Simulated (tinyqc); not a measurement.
Inside a calculation. Model: random telegraph noise from one oxide trap in a small MOSFET.

Computed by the program tinyqc: `OMP_NUM_THREADS=1 python tinyqc.py 2710054 2710055 out.jsonl`, one thread of a shared Intel Xeon 2.30GHz, about 0.01 s for the whole run. Printed values are rounded.

An acceptor-like trap exchanges electrons with the channel. Inversion charge Q = Cox u, u = n Vt W0(exp((Vg - VT)/(n Vt))), W0 the Lambert function, n = nf, Cox = eps0 eox/tox; linear regime Id = (W/L) mu Q Vd. Relative to threshold the surface potential rises by Vt ln(u/u0) and the oxide voltage by the rest of Vg - VT, with u0 = n Vt W0(1).

Parameters, values chosen for the exercise; values of the order met in silicon transistors: temperature T = 350 K; relative permittivity of the gate insulator (close to zirconium oxide) eox = 25.3; insulator thickness tox = 6 nm; depth of the trap from the channel interface xt = 0.55 nm; trap level above the channel Fermi level at threshold E0 = 0.05 eV; capture prefactor s0 = 4e-15 cm^2; capture barrier (lattice relaxation) EB = 0.46 eV; tunnelling decay length lt = 0.1 nm; thermal velocity vth = 1.2e7 cm/s; thickness of the inversion layer zi = 2.9 nm; threshold voltage VT = 0.48 V; body factor nf = 1.15; gate width W = 64 nm; gate length L = 120 nm; mobility mu = 130 cm^2/(V s); scattering coefficient of the charged trap asc = 0 V s; drain voltage Vd = 0.02 V; gate voltage Vg = 0.55 V.

Constants: q = 1.602176634e-19 C, kB = 1.380649e-23 J/K, Vt = kB T/q, eps0 = 8.8541878128e-14 F/cm where lengths are in cm. Results are converted to the units shown.

Range of the model: VT is taken as given; short-channel effects and the uneven flow of current among few electrons are left out.

## Trap level, time constants and occupancy

N = Cox u/q; dpsi = Vt ln(u/u0); E = E0 - dpsi - (xt/tox)(Vg - VT - dpsi); capture time tc = 1/[(N/zi) vth s0 exp(-xt/lt - EB/Vt)]; emission time te = tc exp(-E/Vt); occupancy te/(tc + te).

u = 0.0543937 V
N = 1.26752e12 cm^-2
dpsi = 0.0306761 V
E = 0.0157192 eV
tc = 0.00490376 s
te = 0.00291194 s
occupancy = 0.372576

The trap lies 0.52 Vt above the Fermi level, so it is empty most of the time.

## Step height

A = W L; threshold step dV = q (1 - xt/tox)/(Cox A); gm/Id = 1/(u + n Vt); relative step dI/I = (gm/Id) dV + asc mu/A. Id as defined.

electrons in the channel N A = 97.3458
dV = 0.507547 mV
gm/Id = 11.2261 1/V
number part of dI/I = 0.569776 %
dI/I = 0.569776 %
Id = 0.281604 uA
dI = 1.60451 nA

## Lorentzian spectrum

Spectrum S(f) = 4 dI^2/{(tc + te)[(1/tc + 1/te)^2 + (2 pi f)^2]}; corner fc = (1/tc + 1/te)/(2 pi); variance dI^2 tc te/(tc + te)^2. Give S at f = 0, at fc and at 10 fc.

fc = 87.1117 Hz
S(0) = 4.39809e-21 A^2/Hz
S(fc) = 2.19905e-21 A^2/Hz
S(10 fc) = 4.35455e-23 A^2/Hz
rms current = 0.775765 nA

The rms value is 0.483 of the step; it reaches its largest share, 1/2, when tc = te.
